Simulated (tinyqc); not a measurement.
# Changing the background pressure p

Model: vacuum evaporation: vapour pressure, source flux, thickness distribution, purity and step coverage. Computed by tinyqc, a small Python program. Command: `OMP_NUM_THREADS=1 python tinyqc.py 3114393 3114394 out.jsonl evap sweep`. One thread of a shared host (Intel(R) Xeon(R) Processor @ 2.30GHz), about 0.01 s of CPU time with the checks.

Molecular flow, unit sticking of the metal, no re-evaporation. The background gas is taken as water vapour (18.015 g/mol, collision diameter 0.37 nm) at 300 K.

Inputs (values chosen for the exercise, modelled on titanium, with constants for the liquid):
```
quantity                    value    unit
molar mass M                47.87   g/mol
film density rho             4.51  g/cm^3
vapour-pressure constant A  11.34       -
vapour-pressure constant B  22840       K
source temperature T         2190       K
source area                   0.4    cm^2
directionality n                1       -
source-to-wafer distance h     42      cm
wafer radius R                  5      cm
sticking of background gas    0.2       -
```

Constants: u = 1.6605390666e-27 kg; k_B = 1.380649e-23 J/K; R = 8.314462618 J/(mol K).

Method:
- log10(p_v/Pa) = A - B/T; flux from the surface Phi = p_v/sqrt(2 pi m k_B T), m = M u.
- Mass loss = Phi x area x m; heat of evaporation = ln(10) R B; d ln Phi/dT = ln(10) B/T^2 - 1/(2 T).
- A small source emits (n + 1) Phi area cos^n(phi)/(2 pi) per solid angle; on a parallel plane at height h and lateral distance l the arrival rate is (n + 1) Phi area/(2 pi h^2) x (1 + (l/h)^2)^(-(n + 3)/2). Growth rate = arrival rate x m/rho, m = M u. The wafer is fixed and centred above the source.
- Mean free path lambda = k_B T_g/(sqrt2 pi d^2 p); unscattered share exp(-h/lambda); gas arrival p/sqrt(2 pi m_g k_B T_g); impurity ratio = sticking x gas arrival/metal arrival; monolayer time = 1e15 cm^-2/(sticking x gas arrival).

One run for each value:
```
background pressure p (Pa)  impurity ratio  unscattered share  monolayer time (s)  mean free path (m)
1.00e-08                        1.4987e-05         1.0000e+00          1.3951e+05          6.8098e+05
1.00e-07                        1.4987e-04         9.9999e-01          1.3951e+04          6.8098e+04
1.00e-06                        1.4987e-03         9.9994e-01          1.3951e+03          6.8098e+03
1.00e-05                        1.4987e-02         9.9938e-01          1.3951e+02          6.8098e+02
1.00e-04                        1.4987e-01         9.9385e-01          1.3951e+01          6.8098e+01
1.00e-03                        1.4987e+00         9.4019e-01          1.3951e+00          6.8098e+00
1.00e-01                        1.4987e+02         2.0964e-03          1.3951e-02          6.8098e-02
```

Give the missing row, background pressure p (Pa) = 1.00e-02.

Computed row:
```
background pressure p (Pa)  impurity ratio  unscattered share  monolayer time (s)  mean free path (m)
1.00e-02                        1.4987e+01         5.3969e-01          1.3951e-01          6.8098e-01
```

Interpolating between the two neighbouring rows (the first column on a logarithmic scale, the others too where they are positive) misses most in unscattered share, by 92 %. Over the rows, impurity ratio rises from 1.50e-5 to 150 (exponent d ln y / d ln x about 1.0 throughout); unscattered share falls from 1.000 to 0.00210; monolayer time (s) falls from 140000 to 0.0140 (exponent d ln y / d ln x about -1.0 throughout).

Caution (rows 0.00100, 0.0100, 0.100): more gas than metal sticks, so a compound rather than a metal film would grow.
